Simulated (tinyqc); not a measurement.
CCD on RHF in the sto-6g basis, frozen core, for BeH2, spin multiplicity 1, step by step. Computed by tinyqc, a small Python program that keeps every step (integrals from PySCF). Settings: charge = 0, multiplicity = 1, basis = sto-6g, method = RHF, frozen orbitals = 1, energy threshold = 1e-10, iteration cap = 50, orthogonalisation = symmetric, start = atomic densities, DIIS depth = 6, amplitude equations = CCD, DIIS depth for amplitudes = 0, cap on updates = 54. Command: `OMP_NUM_THREADS=1 python tinyqc.py 22721 22722 out.jsonl` (the two numbers bound the seeds that draw the settings). One thread of a shared host (Intel(R) Xeon(R) Processor @ 2.60GHz), about 0.2 s of CPU time with the checks. The early iterations of the SCF are left out here.

## One-electron integrals

Geometry (angstrom):

| atom | x | y | z |
|---|---|---|---|
| Be | 0.0000 | 0.0000 | 0.0000 |
| H | 0.0000 | 1.3700 | 0.0490 |
| H | 0.0000 | -1.3700 | 0.0490 |

Basis sto-6g: exponents (1/bohr^2) and contraction coefficients of normalised primitives:

| element | l (shell) | exponent | coefficient |
|---|---|---|---|
| Be | s (1) | 312.8705 | 0.0092 |
| Be | s (1) | 57.3645 | 0.0494 |
| Be | s (1) | 16.0485 | 0.1685 |
| Be | s (1) | 5.5131 | 0.3706 |
| Be | s (1) | 2.1409 | 0.4165 |
| Be | s (1) | 0.8817 | 0.1303 |
| Be | s (2) | 13.6332 | -0.0133 |
| Be | s (2) | 2.6984 | -0.0470 |
| Be | s (2) | 0.8387 | -0.0338 |
| Be | s (2) | 0.3227 | 0.2502 |
| Be | s (2) | 0.1401 | 0.5951 |
| Be | s (2) | 0.0642 | 0.2407 |
| Be | p (3) | 13.6332 | 0.0038 |
| Be | p (3) | 2.6984 | 0.0377 |
| Be | p (3) | 0.8387 | 0.1739 |
| Be | p (3) | 0.3227 | 0.4180 |
| Be | p (3) | 0.1401 | 0.4259 |
| Be | p (3) | 0.0642 | 0.1017 |
| H | s (1) | 35.5232 | 0.0092 |
| H | s (1) | 6.5131 | 0.0494 |
| H | s (1) | 1.8221 | 0.1685 |
| H | s (1) | 0.6260 | 0.3706 |
| H | s (1) | 0.2431 | 0.4165 |
| H | s (1) | 0.1001 | 0.1303 |

Overlap, kinetic and nuclear-attraction integrals over the contracted functions; the nuclear repulsion is the sum of Za Zb / Rab.

nuclear repulsion = 3.281242 hartree

overlap S:
```
         1Be 1s  1Be 2s  1Be 2px  1Be 2py  1Be 2pz   2H 1s    3H 1s
1Be 1s   1.0000  0.2548   0.0000   0.0000   0.0000  0.0673   0.0673
1Be 2s   0.2548  1.0000   0.0000   0.0000   0.0000  0.4483   0.4483
1Be 2px  0.0000  0.0000   1.0000   0.0000   0.0000  0.0000   0.0000
1Be 2py  0.0000  0.0000   0.0000   1.0000   0.0000  0.5160  -0.5160
1Be 2pz  0.0000  0.0000   0.0000   0.0000   1.0000  0.0185   0.0185
2H 1s    0.0673  0.4483   0.0000   0.5160   0.0185  1.0000   0.0345
3H 1s    0.0673  0.4483   0.0000  -0.5160   0.0185  0.0345   1.0000
```

kinetic energy T (hartree):
```
          1Be 1s   1Be 2s  1Be 2px  1Be 2py  1Be 2pz    2H 1s    3H 1s
1Be 1s    6.7688  -0.2074   0.0000   0.0000   0.0000  -0.0140  -0.0140
1Be 2s   -0.2074   0.2201   0.0000   0.0000   0.0000   0.0644   0.0644
1Be 2px   0.0000   0.0000   0.6613   0.0000   0.0000   0.0000   0.0000
1Be 2py   0.0000   0.0000   0.0000   0.6613   0.0000   0.1829  -0.1829
1Be 2pz   0.0000   0.0000   0.0000   0.0000   0.6613   0.0065   0.0065
2H 1s    -0.0140   0.0644   0.0000   0.1829   0.0065   0.7685  -0.0079
3H 1s    -0.0140   0.0644   0.0000  -0.1829   0.0065  -0.0079   0.7685
```

nuclear attraction V (hartree):
```
           1Be 1s   1Be 2s  1Be 2px  1Be 2py  1Be 2pz    2H 1s    3H 1s
1Be 1s   -15.4868  -1.8474   0.0000   0.0000  -0.0013  -0.5348  -0.5348
1Be 2s    -1.8474  -3.0259   0.0000   0.0000  -0.0103  -1.3103  -1.3103
1Be 2px    0.0000   0.0000  -2.9508   0.0000   0.0000   0.0000   0.0000
1Be 2py    0.0000   0.0000   0.0000  -3.1755   0.0000  -1.4799   1.4799
1Be 2pz   -0.0013  -0.0103   0.0000   0.0000  -2.9511  -0.0541  -0.0541
2H 1s     -0.5348  -1.3103   0.0000  -1.4799  -0.0541  -2.9662  -0.1139
3H 1s     -0.5348  -1.3103   0.0000   1.4799  -0.0541  -0.1139  -2.9662
```

core Hamiltonian H = T + V (hartree):
```
          1Be 1s   1Be 2s  1Be 2px  1Be 2py  1Be 2pz    2H 1s    3H 1s
1Be 1s   -8.7181  -2.0548   0.0000   0.0000  -0.0013  -0.5488  -0.5488
1Be 2s   -2.0548  -2.8058   0.0000   0.0000  -0.0103  -1.2459  -1.2459
1Be 2px   0.0000   0.0000  -2.2896   0.0000   0.0000   0.0000   0.0000
1Be 2py   0.0000   0.0000   0.0000  -2.5142   0.0000  -1.2970   1.2970
1Be 2pz  -0.0013  -0.0103   0.0000   0.0000  -2.2899  -0.0476  -0.0476
2H 1s    -0.5488  -1.2459   0.0000  -1.2970  -0.0476  -2.1977  -0.1218
3H 1s    -0.5488  -1.2459   0.0000   1.2970  -0.0476  -0.1218  -2.1977
```

## Two-electron integrals

Functions are numbered as in S; the eight-fold symmetry (ij|kl) = (ji|kl) = (kl|ij) leaves the list below.

Two-electron integrals (ij|kl) in chemists' order, unique and non-zero (hartree):
```
(11|11) 2.3000      (21|11) 0.3619      (21|21) 0.0719      (22|11) 0.5703
(22|21) 0.1397      (22|22) 0.4178      (31|31) 0.0153      (32|31) 0.0226
(32|32) 0.0923      (33|11) 0.5703      (33|21) 0.1397      (33|22) 0.4178
(33|33) 0.4501      (41|41) 0.0153      (42|41) 0.0226      (42|42) 0.0923
(43|43) 0.0243      (44|11) 0.5703      (44|21) 0.1397      (44|22) 0.4178
(44|33) 0.4016      (44|44) 0.4501      (51|51) 0.0153      (52|51) 0.0226
(52|52) 0.0923      (53|53) 0.0243      (54|54) 0.0243      (55|11) 0.5703
(55|21) 0.1397      (55|22) 0.4178      (55|33) 0.4016      (55|44) 0.4016
(55|55) 0.4501      (61|11) 0.0987      (61|21) 0.0190      (61|22) 0.0367
(61|33) 0.0364      (61|41) 0.0019      (61|42) 0.0036      (61|44) 0.0373
(61|51) 6.71e-05    (61|52) 1.29e-04    (61|54) 3.23e-05    (61|55) 0.0364
(61|61) 0.0053      (62|11) 0.2175      (62|21) 0.0540      (62|22) 0.1736
(62|33) 0.1673      (62|41) 0.0075      (62|42) 0.0429      (62|44) 0.1862
(62|51) 2.70e-04    (62|52) 0.0015      (62|54) 0.0007      (62|55) 0.1673
(62|61) 0.0157      (62|62) 0.1040      (63|31) 0.0054      (63|32) 0.0242
(63|43) 0.0076      (63|53) 2.73e-04    (63|63) 0.0101      (64|11) 0.2274
(64|21) 0.0572      (64|22) 0.1924      (64|33) 0.1811      (64|41) 0.0123
(64|42) 0.0671      (64|44) 0.2149      (64|51) 2.45e-04    (64|52) 0.0015
(64|54) 0.0009      (64|55) 0.1811      (64|61) 0.0176      (64|62) 0.1316
(64|64) 0.1728      (65|11) 0.0081      (65|21) 0.0020      (65|22) 0.0069
(65|33) 0.0065      (65|41) 2.45e-04    (65|42) 0.0015      (65|44) 0.0071
(65|51) 0.0055      (65|52) 0.0242      (65|54) 0.0077      (65|55) 0.0070
(65|61) 0.0006      (65|62) 0.0047      (65|64) 0.0058      (65|65) 0.0103
(66|11) 0.3829      (66|21) 0.0970      (66|22) 0.3467      (66|33) 0.3216
(66|41) 0.0166      (66|42) 0.1190      (66|44) 0.3967      (66|51) 0.0006
(66|52) 0.0043      (66|54) 0.0027      (66|55) 0.3217      (66|61) 0.0294
(66|62) 0.2596      (66|64) 0.3497      (66|65) 0.0125      (66|66) 0.7750
(71|11) 0.0987      (71|21) 0.0190      (71|22) 0.0367      (71|33) 0.0364
(71|41) -0.0019     (71|42) -0.0036     (71|44) 0.0373      (71|51) 6.71e-05
(71|52) 1.29e-04    (71|54) -3.23e-05   (71|55) 0.0364      (71|61) 0.0048
(71|62) 0.0131      (71|64) 0.0132      (71|65) 0.0005      (71|66) 0.0230
(71|71) 0.0053      (72|11) 0.2175      (72|21) 0.0540      (72|22) 0.1736
(72|33) 0.1673      (72|41) -0.0075     (72|42) -0.0429     (72|44) 0.1862
(72|51) 2.70e-04    (72|52) 0.0015      (72|54) -0.0007     (72|55) 0.1673
(72|61) 0.0131      (72|62) 0.0562      (72|64) 0.0562      (72|65) 0.0025
(72|66) 0.1041      (72|71) 0.0157      (72|72) 0.1040      (73|31) 0.0054
(73|32) 0.0242      (73|43) -0.0076     (73|53) 2.73e-04    (73|63) 0.0044
(73|73) 0.0101      (74|11) -0.2274     (74|21) -0.0572     (74|22) -0.1924
(74|33) -0.1811     (74|41) 0.0123      (74|42) 0.0671      (74|44) -0.2149
(74|51) -2.45e-04   (74|52) -0.0015     (74|54) 0.0009      (74|55) -0.1811
(74|61) -0.0132     (74|62) -0.0562     (74|64) -0.0535     (74|65) -0.0025
(74|66) -0.1018     (74|71) -0.0176     (74|72) -0.1316     (74|74) 0.1728
(75|11) 0.0081      (75|21) 0.0020      (75|22) 0.0069      (75|33) 0.0065
(75|41) -2.45e-04   (75|42) -0.0015     (75|44) 0.0071      (75|51) 0.0055
(75|52) 0.0242      (75|54) -0.0077     (75|55) 0.0070      (75|61) 0.0005
(75|62) 0.0025      (75|64) 0.0025      (75|65) 0.0045      (75|66) 0.0047
(75|71) 0.0006      (75|72) 0.0047      (75|74) -0.0058     (75|75) 0.0103
(76|11) 0.0205      (76|21) 0.0050      (76|22) 0.0146      (76|33) 0.0143
(76|44) 0.0152      (76|51) 4.68e-05    (76|52) 2.19e-04    (76|55) 0.0143
(76|61) 0.0013      (76|62) 0.0063      (76|64) 0.0072      (76|65) 3.10e-04
(76|66) 0.0133      (76|71) 0.0013      (76|72) 0.0063      (76|74) -0.0072
(76|75) 3.10e-04    (76|76) 0.0005      (77|11) 0.3829      (77|21) 0.0970
(77|22) 0.3467      (77|33) 0.3216      (77|41) -0.0166     (77|42) -0.1190
(77|44) 0.3967      (77|51) 0.0006      (77|52) 0.0043      (77|54) -0.0027
(77|55) 0.3217      (77|61) 0.0230      (77|62) 0.1041      (77|64) 0.1018
(77|65) 0.0047      (77|66) 0.1931      (77|71) 0.0294      (77|72) 0.2596
(77|74) -0.3497     (77|75) 0.0125      (77|76) 0.0133      (77|77) 0.7750
```

## Orthogonalisation

S = U s U^T; symmetric (Loewdin) form X = U s^(-1/2) U^T, so that X^T S X = 1.

eigenvalues of S: 0.2529  0.3598  0.9379  1.0000  1.0015  1.7127  1.7353

X:
```
          1Be 1s   1Be 2s  1Be 2px  1Be 2py  1Be 2pz    2H 1s    3H 1s
1Be 1s    1.0271  -0.1483   0.0000   0.0000  -0.0006   0.0159   0.0159
1Be 2s   -0.1483   1.2424   0.0000   0.0000   0.0088  -0.3015  -0.3015
1Be 2px   0.0000   0.0000   1.0000   0.0000   0.0000   0.0000   0.0000
1Be 2py   0.0000   0.0000   0.0000   1.3619   0.0000  -0.4328   0.4328
1Be 2pz  -0.0006   0.0088   0.0000   0.0000   1.0004  -0.0122  -0.0122
2H 1s     0.0159  -0.3015   0.0000  -0.4328  -0.0122   1.2896  -0.1013
3H 1s     0.0159  -0.3015   0.0000   0.4328  -0.0122  -0.1013   1.2896
```

## Iteration 7 (converged): orbitals

converged F (hartree):
```
          1Be 1s   1Be 2s  1Be 2px  1Be 2py  1Be 2pz    2H 1s    3H 1s
1Be 1s   -4.5897  -1.2488   0.0000   0.0000   0.0007  -0.3354  -0.3354
1Be 2s   -1.2488  -0.5967   0.0000   0.0000  -0.0080  -0.4031  -0.4031
1Be 2px   0.0000   0.0000   0.2092   0.0000   0.0000   0.0000   0.0000
1Be 2py   0.0000   0.0000   0.0000  -0.2246   0.0000  -0.3310   0.3310
1Be 2pz   0.0007  -0.0080   0.0000   0.0000   0.2088  -0.0095  -0.0095
2H 1s    -0.3354  -0.4031   0.0000  -0.3310  -0.0095  -0.3046  -0.0442
3H 1s    -0.3354  -0.4031   0.0000   0.3310  -0.0095  -0.0442  -0.3046
```

Diagonalise F' = X^T F X, C = X C', fill 3 alpha and 3 beta electrons from the bottom; D = 2 C_occ C_occ^T. Each column has its largest component positive (the first on a tie).

F' = X^T F X (hartree):
```
         1        2       3        4        5        6        7
1  -4.4928  -0.6513  0.0000   0.0000   0.0009  -0.0532  -0.0532
2  -0.6513  -0.0813  0.0000   0.0000   0.0036  -0.3274  -0.3274
3   0.0000   0.0000  0.2092   0.0000   0.0000   0.0000   0.0000
4   0.0000   0.0000  0.0000   0.2663   0.0000  -0.4618   0.4618
5   0.0009   0.0036  0.0000   0.0000   0.2093  -0.0120  -0.0120
6  -0.0532  -0.3274  0.0000  -0.4618  -0.0120   0.0913  -0.1178
7  -0.0532  -0.3274  0.0000   0.4618  -0.0120  -0.1178   0.0913
```

orbital energies (hartree): MO1 -4.5913, MO2 -0.4524, MO3 -0.4160, MO4 0.2086, MO5 0.2092, MO6 0.4438, MO7 0.8914

coefficients C:
```
             MO1      MO2      MO3      MO4     MO5      MO6      MO7
1Be 1s    0.9946  -0.2117   0.0000   0.0153  0.0000  -0.2075   0.0000
1Be 2s    0.0215   0.5588   0.0000  -0.0720  0.0000   1.1956   0.0000
1Be 2px   0.0000   0.0000   0.0000   0.0000  1.0000   0.0000   0.0000
1Be 2py   0.0000   0.0000   0.4996   0.0000  0.0000   0.0000   1.4071
1Be 2pz  -0.0001   0.0085   0.0000   0.9974  0.0000   0.0788   0.0000
2H 1s    -0.0021   0.3976   0.4112   0.0303  0.0000  -0.7989  -0.9927
3H 1s    -0.0021   0.3976  -0.4112   0.0303  0.0000  -0.7989   0.9927
```

D after iteration 7:
```
          1Be 1s   1Be 2s  1Be 2px  1Be 2py  1Be 2pz    2H 1s    3H 1s
1Be 1s    2.0683  -0.1939   0.0000   0.0000  -0.0037  -0.1726  -0.1726
1Be 2s   -0.1939   0.6255   0.0000   0.0000   0.0095   0.4443   0.4443
1Be 2px   0.0000   0.0000   0.0000   0.0000   0.0000   0.0000   0.0000
1Be 2py   0.0000   0.0000   0.0000   0.4992   0.0000   0.4108  -0.4108
1Be 2pz  -0.0037   0.0095   0.0000   0.0000   0.0001   0.0067   0.0067
2H 1s    -0.1726   0.4443   0.0000   0.4108   0.0067   0.6543  -0.0219
3H 1s    -0.1726   0.4443   0.0000  -0.4108   0.0067  -0.0219   0.6543
```

## Convergence

Stop when the energy changes by less than 1e-10 hartree and every element of the error matrix X^T (F D S - S D F) X is below 3e-06.

Course of the cycle:

| iteration | E (hartree) | change | largest element of the error matrix |
|---|---|---|---|
| 1 | -15.555271 | - | 3.70e-01 |
| 2 | -15.704570 | -1.49e-01 | 1.01e-01 |
| 3 | -15.719532 | -1.50e-02 | 1.56e-02 |
| 4 | -15.720094 | -5.62e-04 | 5.51e-04 |
| 5 | -15.720095 | -6.08e-07 | 6.85e-05 |
| 6 | -15.720095 | -1.37e-08 | 3.04e-06 |
| 7 | -15.720095 | -2.44e-11 | 3.80e-07 |

PySCF RHF in the same basis = -15.720095 hartree

Converged in 7 iterations.

## Integrals over molecular orbitals

(pq|rs) = sum C_ip C_jq C_kr C_ls (ij|kl), one index at a time.

one-electron integrals over orbitals h = C^T H C (hartree):
```
         1        2        3        4        5        6        7
1  -8.7090   0.2205   0.0000  -0.0176   0.0000   0.2059   0.0000
2   0.2205  -2.4376   0.0000   0.0035   0.0000  -0.1972   0.0000
3   0.0000   0.0000  -2.3951   0.0000   0.0000   0.0000  -0.2871
4  -0.0176   0.0035   0.0000  -2.2887   0.0000  -0.0165   0.0000
5   0.0000   0.0000   0.0000   0.0000  -2.2896   0.0000   0.0000
6   0.2059  -0.1972   0.0000  -0.0165   0.0000  -1.9354   0.0000
7   0.0000   0.0000  -0.2871   0.0000   0.0000   0.0000  -1.8226
```

Two-electron integrals over orbitals (pq|rs), unique and non-zero (hartree); the lowest 1 orbital is frozen and left out:
```
(22|22) 0.3944    (32|32) 0.1646    (33|22) 0.4078    (33|33) 0.4308
(42|22) 0.0036    (42|33) 0.0036    (42|42) 0.0484    (43|32) 0.0041
(43|43) 0.0144    (44|22) 0.3655    (44|33) 0.3529    (44|42) -0.0087
(44|44) 0.4506    (52|52) 0.0484    (53|53) 0.0142    (54|52) -0.0030
(54|54) 0.0244    (55|22) 0.3657    (55|33) 0.3529    (55|42) -0.0027
(55|44) 0.4015    (55|55) 0.4501    (62|22) -0.0229   (62|33) -0.0457
(62|42) -0.0011   (62|44) 0.0552    (62|55) 0.0558    (62|62) 0.0792
(63|32) -0.0937   (63|43) -0.0033   (63|63) 0.0830    (64|22) 0.0013
(64|33) -0.0008   (64|42) 0.0465    (64|44) -0.0023   (64|55) 0.0019
(64|62) 0.0069    (64|64) 0.0506    (65|52) 0.0472    (65|54) -0.0021
(65|65) 0.0512    (66|22) 0.3945    (66|33) 0.4049    (66|42) 0.0087
(66|44) 0.3663    (66|55) 0.3671    (66|62) -0.0308   (66|64) 0.0059
(66|66) 0.4105    (72|32) -0.0445   (72|43) -0.0038   (72|63) 0.0618
(72|72) 0.0576    (73|22) -0.0055   (73|33) -0.0205   (73|42) -0.0055
(73|44) 0.0614    (73|55) 0.0614    (73|62) 0.0745    (73|64) 0.0025
(73|66) -0.0237   (73|73) 0.0838    (74|32) -0.0094   (74|43) 0.0135
(74|63) 0.0055    (74|72) 0.0014    (74|74) 0.0172    (75|53) 0.0137
(75|75) 0.0166    (76|32) 0.1427    (76|43) 0.0046    (76|63) -0.0933
(76|72) -0.0545   (76|74) -0.0081   (76|76) 0.1393    (77|22) 0.4239
(77|33) 0.4423    (77|42) 0.0007    (77|44) 0.3890    (77|55) 0.3888
(77|62) -0.0328   (77|64) -0.0025   (77|66) 0.4327    (77|73) -0.0086
(77|77) 0.4833
```

## CCD: starting amplitudes

t_ij^ab = <ij||ab> / (e_i + e_j - e_a - e_b), whose energy is MP2.

Starting amplitudes (spin orbitals 1a, 1b, ...; amplitudes related by a flip of all spins are not repeated):

| from | to | t |
|---|---|---|
| 3a 3b | 6a 6b | -0.0483 |
| 2a 2b | 6a 6b | -0.0442 |
| 2a 2b | 4a 4b | -0.0366 |
| 2a 2b | 5a 5b | -0.0366 |
| 2a 3b | 6a 7b | -0.0338 |
| 3a 3b | 7a 7b | -0.0320 |
| 2a 3b | 6b 7a | 0.0281 |
| 2a 2b | 7a 7b | -0.0214 |
| 3a 3b | 4a 4b | -0.0115 |
| 3a 3b | 5a 5b | -0.0114 |
| 2a 3a | 6a 7a | -0.0057 |
| 2a 3b | 4a 7b | 0.0028 |
| 3a 3b | 4a 6b | 0.0022 |
| 2a 3b | 4b 7a | -0.0020 |
| 2a 3a | 4a 7a | 0.0008 |
| 2a 2b | 4a 6b | 0.0007 |

correlation energy = -0.024017 hartree

## CCD: amplitude update 1

t_ij^ab D_ij^ab are set to the remaining terms of the spin-orbital equations, evaluated with the old amplitudes; for the doubles these are <ij||ab> + 1/2 <ab||ef> t_ij^ef + 1/2 <mn||ij> t_mn^ab + P(ij)P(ab) <mb||ej> t_im^ae + terms in t^2, D the orbital-energy denominators.

Amplitudes after update 1 (spin orbitals 1a, 1b, ...; amplitudes related by a flip of all spins are not repeated):

| from | to | t |
|---|---|---|
| 3a 3b | 6a 6b | -0.0662 |
| 2a 2b | 6a 6b | -0.0574 |
| 2a 2b | 4a 4b | -0.0466 |
| 2a 2b | 5a 5b | -0.0465 |
| 2a 3b | 6a 7b | -0.0463 |
| 3a 3b | 7a 7b | -0.0408 |
| 2a 3b | 6b 7a | 0.0398 |
| 2a 2b | 7a 7b | -0.0279 |
| 3a 3b | 4a 4b | -0.0088 |
| 3a 3b | 5a 5b | -0.0085 |
| 2a 3a | 6a 7a | -0.0065 |
| 2a 3b | 4a 7b | 0.0038 |
| 3a 3b | 4a 6b | 0.0036 |
| 2a 3b | 4b 7a | -0.0028 |
| 2a 3a | 4a 7a | 0.0010 |
| 2a 2b | 4a 6b | 0.0009 |

correlation energy = -0.031898 hartree

## CCD: amplitude update 2

As before.

Amplitudes after update 2 (spin orbitals 1a, 1b, ...; amplitudes related by a flip of all spins are not repeated):

| from | to | t |
|---|---|---|
| 3a 3b | 6a 6b | -0.0737 |
| 2a 2b | 6a 6b | -0.0617 |
| 2a 3b | 6a 7b | -0.0505 |
| 2a 2b | 4a 4b | -0.0497 |
| 2a 2b | 5a 5b | -0.0497 |
| 2a 3b | 6b 7a | 0.0439 |
| 3a 3b | 7a 7b | -0.0436 |
| 2a 2b | 7a 7b | -0.0303 |
| 2a 3a | 6a 7a | -0.0066 |
| 3a 3b | 4a 4b | -0.0057 |
| 3a 3b | 5a 5b | -0.0054 |
| 3a 3b | 4a 6b | 0.0044 |
| 2a 3b | 4a 7b | 0.0041 |
| 2a 3b | 4b 7a | -0.0031 |
| 2a 2b | 4a 6b | 0.0010 |
| 2a 3a | 4a 7a | 0.0010 |

correlation energy = -0.034590 hartree

## CCD: amplitude update 3

As before.

Amplitudes after update 3 (spin orbitals 1a, 1b, ...; amplitudes related by a flip of all spins are not repeated):

| from | to | t |
|---|---|---|
| 3a 3b | 6a 6b | -0.0768 |
| 2a 2b | 6a 6b | -0.0630 |
| 2a 3b | 6a 7b | -0.0519 |
| 2a 2b | 4a 4b | -0.0510 |
| 2a 2b | 5a 5b | -0.0509 |
| 2a 3b | 6b 7a | 0.0454 |
| 3a 3b | 7a 7b | -0.0444 |
| 2a 2b | 7a 7b | -0.0311 |
| 2a 3a | 6a 7a | -0.0066 |
| 3a 3b | 4a 6b | 0.0048 |
| 2a 3b | 4a 7b | 0.0042 |
| 3a 3b | 4a 4b | -0.0039 |
| 3a 3b | 5a 5b | -0.0035 |
| 2a 3b | 4b 7a | -0.0032 |
| 2a 2b | 4a 6b | 0.0010 |
| 2a 3a | 4a 7a | 0.0010 |

correlation energy = -0.035545 hartree

## CCD: convergence

E_corr = 1/4 sum <ij||ab> t_ij^ab; stop when the norm of the change is below 1e-8.

Course of the amplitude iterations:

| update | correlation energy (hartree) | norm of the change |
|---|---|---|
| 0 | -0.024017 | - |
| 1 | -0.031898 | 7.55e-02 |
| 2 | -0.034590 | 2.81e-02 |
| 3 | -0.035545 | 1.13e-02 |
| 4 | -0.035896 | 4.78e-03 |
| 5 | -0.036030 | 2.14e-03 |
| 6 | -0.036083 | 1.00e-03 |
| 7 | -0.036104 | 4.90e-04 |
| 8 | -0.036113 | 2.46e-04 |
| 9 | -0.036117 | 1.26e-04 |
| 10 | -0.036119 | 6.49e-05 |
| 11 | -0.036119 | 3.38e-05 |
| 12 | -0.036120 | 1.77e-05 |
| 13 | -0.036120 | 9.28e-06 |
| 14 | -0.036120 | 4.88e-06 |
| 15 | -0.036120 | 2.57e-06 |
| 16 | -0.036120 | 1.36e-06 |
| 17 | -0.036120 | 7.17e-07 |
| 18 | -0.036120 | 3.79e-07 |
| 19 | -0.036120 | 2.00e-07 |
| 20 | -0.036120 | 1.06e-07 |
| 21 | -0.036120 | 5.61e-08 |
| 22 | -0.036120 | 2.97e-08 |
| 23 | -0.036120 | 1.57e-08 |
| 24 | -0.036120 | 8.34e-09 |

Converged amplitudes (spin orbitals 1a, 1b, ...; amplitudes related by a flip of all spins are not repeated):

| from | to | t |
|---|---|---|
| 3a 3b | 6a 6b | -0.0792 |
| 2a 2b | 6a 6b | -0.0633 |
| 2a 3b | 6a 7b | -0.0528 |
| 2a 2b | 4a 4b | -0.0522 |
| 2a 2b | 5a 5b | -0.0521 |
| 2a 3b | 6b 7a | 0.0461 |
| 3a 3b | 7a 7b | -0.0447 |
| 2a 2b | 7a 7b | -0.0317 |
| 2a 3a | 6a 7a | -0.0067 |
| 3a 3b | 4a 6b | 0.0051 |
| 2a 3b | 4a 7b | 0.0043 |
| 2a 3b | 4b 7a | -0.0032 |
| 3a 3b | 4a 4b | -0.0020 |
| 3a 3b | 5a 5b | -0.0016 |
| 2a 3a | 4a 7a | 0.0010 |
| 2a 2b | 4a 6b | 0.0010 |

CCD total energy = -15.756215 hartree

Converged in 24 updates.
